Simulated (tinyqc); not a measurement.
Inside a calculation. Model: field emission through a triangular barrier, exact transmission by Airy functions.

tinyqc, about 0.01 s, one thread, Intel Xeon 2.30GHz (shared host): `OMP_NUM_THREADS=1 python tinyqc.py 2580042 2580043 out.jsonl` Printed values are rounded.

The left lead has its band edge at 0; for x > 0 the edge falls without end, U(x) = U0 - F x, with mass m1. No transverse momentum; C = hbar^2/(2 m0); psi and psi'/m are continuous at x = 0. The outgoing solution is Bi(z) + i Ai(z).

Inputs (values chosen for the exercise); U0 - E and the mass are of the order of those of silicon nitride on silicon: mass in the left lead mL = 0.37 m0; barrier edge at x = 0 U0 = 2.43 eV; mass in the barrier m1 = 0.48 m0; electron energy E = 0.41 eV; field in the barrier F = 1.1 V/nm.

Constants: q = 1.602176634e-19 C, hbar = 1.054571817e-34 J s, m0 = 9.1093837015e-31 kg, hbar^2/(2 m0) = 0.0380998212 eV nm^2. Results are converted to the units shown.

Range of the model: Masses are held fixed, although real bands cease to be parabolic a few tenths of an eV from their edges. The field of 11.0 MV/cm is more than most dielectrics sustain; the model ignores breakdown.

## Scaled variables

Energy scale e = (C F^2/m1)^(1/3), z(x) = (U(x) - E)/e, s = (dz/dx)/m1 = -F/(e m1); v = k/m in a lead. vL = sqrt(mL E/C)/mL.

e = 0.4579545 eV
z(0) = 4.410918
s = -5.004136 1/nm
vL = 5.392990 1/nm
turning point (U0 - E)/F = 1.836364 nm

## Airy functions at x = 0

Ai and Bi solve y'' = z y, with Wronskian Ai Bi' - Ai' Bi = 1/pi.

Airy functions: Ai 4.004516e-4, Ai' -8.624023e-4, Bi 189.5987, Bi' 386.5624

## Transmission, exact and WKB

With the Airy functions at z = z(0): g = s (Bi' + i Ai')/(Bi + i Ai), r = (i vL - g)/(i vL + g), T(E) = 1 - |r|^2 = 4 vL Im(g)/|i vL + g|^2, vL = sqrt(mL E/C)/mL. Im(g) = -s/(pi (Ai^2 + Bi^2)) by the Wronskian. WKB: exp(-S), S = (4/(3 F)) sqrt(m1/C) [max(U0 - E, 0)^1.5].

Re g = -10.20266 1/nm
Im g = 4.431068e-5 1/nm
T(E) = 7.177318e-6
exp(-S) = 4.321720e-6

The exact value is 66 % above the WKB one.
